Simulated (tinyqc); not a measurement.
What moves the results: bond unit of a tetrahedral oxide and its oxygen vacancy in tight binding. A value that a table varies takes the place of the one given here.

Two sp3 hybrids h1, h2 at eh = (es + 3 ep)/4 point at one oxygen with orbitals s, px, py, pz; x joins the two cations, z bisects the angle phi, and th = (180 - phi)/2. With u = hbar^2/(m d^2) = 2c/d^2, c = hbar^2/2m0: Vhs = -(1.32 + sqrt3 x 1.42) u/2 and Vhp = (1.42 + sqrt3 x 2.22) u/2. <h|s> = Vhs for both; <h1|px> = Vhp cos(th), <h2|px> = -Vhp cos(th); <h|pz> = Vhp sin(th) for both; py is a lone pair. The unit holds 8 electrons. Coupling between units, which widens the levels into bands, is left out.

Without the oxygen the two hybrids face each other at distance R and couple by -V2, V2 = 3.22 x 2c/R^2, c = hbar^2/2m0: a bond at eh - V2 with two electrons and an antibond at eh + V2. Levels are measured from eop, the lone-pair level that stands for the top of the valence band.

Constants: hbar^2/2m0 = 3.80998211 eV angstrom^2.

Inputs chosen for the exercise (near tabulated values for SiO2; the results hold for these values, not for the real material):
- es = -14.79 eV (s level of the cation)
- ep = -7.51 eV (p level of the cation)
- eos = -33.43 eV (s level of oxygen)
- eop = -16.71 eV (p level of oxygen)
- d = 1.6 angstrom (cation-oxygen distance)
- phi = 162 degrees (bond angle at oxygen)
- R = 3 angstrom (cation-cation distance across the vacancy)

## Bond angle at oxygen

phi is varied at fixed d. Levels above eop; cation-cation distance 2 d cos(th); band energy is twice the sum of the four filled levels, relative to phi = 180; excess on O is the number of electrons on oxygen less 6.

Against phi:
```
phi (deg)  distance (angstrom)  level 2  level 3  level 5  level 6  excess on O  band energy (eV)
110                      2.621   -6.109   -2.755   12.709   13.489        0.888            -2.119
120                      2.771   -6.592   -2.202   12.110   13.972        0.915            -1.887
130                      2.900   -7.010   -1.657   11.524   14.390        0.952            -1.550
140                      3.007   -7.358   -1.142   10.974   14.738        0.998            -1.146
150                      3.091   -7.632   -0.685   10.490   15.012        1.050            -0.727
160                      3.151   -7.830   -0.320   10.105   15.210        1.099            -0.354
170                      3.188   -7.950   -0.083    9.856   15.330        1.137            -0.094
180                      3.200   -7.990    0.000    9.769   15.370        1.150             0.000
```

Bending moves coupling from px to pz: level 2 rises from -7.99 to -6.11 eV and level 3 falls from 0.00 to -2.75 eV between 180 and 110 degrees. The lowest empty level is lowest at 180 degrees (9.77 eV) and highest at 110 (12.71 eV), so a spread of angles in a glass smears the conduction edge. The band energy is lowest at 110 degrees of those listed (-2.12 eV); the repulsion of the cations, not included, opposes bending.

## The vacancy as the cations move

R is varied; eh = (es + 3 ep)/4. The last two columns are the band energies of the bond with two electrons, -2 V2, and with one, -V2.

Against R (eV):
```
R (angstrom)     V2  bond level  antibond level  two electrons  one electron
2.20          5.069       2.311          12.449        -10.139        -5.069
2.35          4.443       2.937          11.823         -8.886        -4.443
2.50          3.926       3.454          11.306         -7.852        -3.926
2.70          3.366       4.014          10.746         -6.731        -3.366
3.00          2.726       4.654          10.106         -5.453        -2.726
3.30          2.253       5.127           9.633         -4.506        -2.253
3.70          1.792       5.588           9.172         -3.585        -1.792
4.20          1.391       5.989           8.771         -2.782        -1.391
```

The bond level rises from 2.31 eV at 2.2 to 5.99 eV at 4.2 angstrom, towards the lone hybrid at 7.38 eV. Taking one electron away halves the pull between the cations (at 2.5 angstrom from 6.28 to 3.14 eV/angstrom), so the positive vacancy relaxes outward and its level moves up: capture and release of a hole take place at different energies.

## What each value does

Spacing from the highest filled to the lowest empty level, excess electrons on oxygen (their number less 6), and the vacancy bond level eh - V2 - eop, V2 = 3.22 x 2c/R^2. Each row changes one parameter from the base and keeps the others.

Results:
```
case               spacing (eV)  excess on O  vacancy level (eV)
base                    10.0436       1.1082              4.6537
es = -14.29 eV          10.1555       1.1152              4.7787
ep = -7.01 eV           10.3796       1.1292              5.0287
eos = -31.43 eV         10.2124       1.0884              4.6537
eop = -16.21 eV          9.5576       1.0837              4.1537
d = 1.64 angstrom        9.8176       1.1362              4.6537
phi = 154 degrees       10.3221       1.0703              4.6537
R = 3.15 angstrom       10.0436       1.1082              4.9072
```

The largest shifts from the base row, up to three for each result and ties (the steps differ in size, so this ranks the rows, not the parameters). spacing (eV): eop -0.4860, ep +0.3360, phi +0.2785; unchanged at the printed digits by R. excess on O: phi -0.0378, d +0.0281, eop -0.0244; unchanged at the printed digits by R. vacancy level (eV): eop -0.5000, ep +0.3750, R +0.2535; unchanged at the printed digits by eos, d and phi.

Run: tinyqc, `OMP_NUM_THREADS=1 python tinyqc.py 1450055 1450056 out.jsonl`; Intel(R) Xeon(R) Processor @ 2.30GHz, one thread, shared host; about 0.01 s of CPU time with all checks.
